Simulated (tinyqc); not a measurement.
Polytypes and stacking faults of a tetrahedral semiconductor in an axial Ising model with couplings up to third neighbours: one step, computed by the program tinyqc. Command: `OMP_NUM_THREADS=1 python tinyqc.py 3003889 3003890 out.jsonl polytype walk`. One thread of a shared host (Intel(R) Xeon(R) Processor @ 2.30GHz), about 0.01 s of CPU time with the checks.

Each double layer has s = +1 or -1 for the sense of its stacking step; E per pair of atoms = E0 - sum_n J_n <s_i s_(i+n)>, n = 1, 2, 3. Hexagonality h = (1 - <s_i s_(i+1)>)/2.

Problem. Electronic energy gained by the fault. The fault binds electrons in a two-dimensional band E_b below the conduction edge, g2 = m m0/(pi hbar^2) for one valley. With the Fermi level held by the bulk, eta = ln[n/N_c(T)], N_c(T) = N_c (T/300)^1.5, the grand potential falls by g2 (k_B T)^2 F1(x), x = eta + E_b/(k_B T), F1(x) = integral from 0 to infinity of ln(1 + exp(x - t)) dt; sheet density g2 k_B T ln(1 + e^x). Band bending by the trapped charge is left out, so the gain is an upper bound. Net fault energy = gamma of the I2 fault less the electronic gain.

Inputs (values chosen for the exercise, for a model crystal):

| quantity | value | unit |
|---|---|---|
| binding energy of the fault level E_b | 0.033 | eV |
| in-plane mass m | 0.33 | m0 |
| effective density of states N_c at 300 K | 3.1e+19 | 1/cm^3 |
| electron density n | 4.9e+15 | 1/cm^3 |
| temperature T | 450 | K |

Host polytype: 2H.

energy of the glide fault, I2 = 27.39391 mJ/m^2

Constants: m_0 = 9.1093837015e-31 kg; hbar = 1.054571817e-34 J s; k_B = 1.380649e-23 J/K; k_B = 8.617333262e-05 eV/K.

Give: x; sheet density; electronic gain; net fault energy.

Solution.

x = -8.5097

sheet density = 1.0770e+09 1/cm^2

electronic gain = 6.6919e-05 mJ/m^2

net fault energy = 27.394 mJ/m^2

The gain offsets 2.4e-4 % of the fault energy.
